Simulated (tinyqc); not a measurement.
Inside a calculation. Model: one electron in a tunnel-coupled double dot: charge qubit, sensing and quantum capacitance.

tinyqc, about 0.01 s, one thread, Intel Xeon 2.30GHz (shared host): `OMP_NUM_THREADS=1 python tinyqc.py 2470044 2470045 out.jsonl` Printed values are rounded.

Basis (left, right), H = [[ep/2, tc], [tc, -ep/2]], splitting Om = sqrt(ep^2 + 4 tc^2), ep = al times the gate voltage. In equilibrium the electron is on the right with the chance P_R = [1 + (ep/Om) tanh(Om/2 kB T)]/2.

Inputs (values chosen for the exercise):

| symbol | value | unit | meaning |
|---|---|---|---|
| tc | 5 | ueV | tunnel coupling |
| T | 0.081 | K | electron temperature |
| al | 0.48 | eV/V | lever arm of the gate on the detuning |
| Cp | 0.78 | pF | parasitic capacitance of the resonator |
| f0 | 660 | MHz | resonator frequency |
| Q | 62 |  | loaded quality factor |
| se | 0.9 | ueV | deviation of quasi-static detuning noise |
| ep | -19.3 | ueV | detuning |

Constants: q = 1.602176634e-19 C, kB = 1.380649e-23 J/K, hbar = 1.054571817e-34 J s, h = 6.62607015e-34 J s, Vt = kB T/q. Results are converted to the units shown.

## Splitting and occupation

Also the frequency Om/h, the mixing angle arctan2(2 tc, ep) and the weight of the right dot in the ground state, (1 + ep/Om)/2.

Om = 21.7368 ueV
Om/h = 5.25594 GHz
mixing angle = 152.610 degree
ground-state weight = 0.0560531
kB T = 6.98004 ueV
P_R = 0.0938132

## Capacitance seen by a resonator

q^2 al^2 dP_R/d(ep) splits into Cq = q^2 al^2 (2 tc^2/Om^3) tanh(Om/2 kB T) and Ct = q^2 al^2 (ep/Om)^2/(4 kB T cosh^2(Om/2 kB T)); Ct appears only if relaxation is faster than the drive. A resonator of frequency f0, capacitance Cp and quality factor Q shifts by df = -f0 Cq/(2 Cp) and its phase by -2 Q Cq/Cp.

Cq = 164.425 aF
Ct = 169.768 aF
df = -69.5646 kHz
phase shift = -1497.68 millidegree

## Dephasing by charge noise

Noise in ep shifts Om by (ep/Om) d + (2 tc^2/Om^3) d^2. For Gaussian d of deviation se the spread of Om is sqrt[(ep se/Om)^2 + 2 (2 tc^2 se^2/Om^3)^2], and T2* is estimated as sqrt(2) hbar/spread; Om T2*/h counts the oscillations within T2*.

first-order spread = 0.799104 ueV
second-order spread = 0.00557675 ueV
T2* = 1.16484 ns
oscillations within T2* = 6.12234

At ep = 0 the first-order term vanishes and T2* would be 16.3 ns.
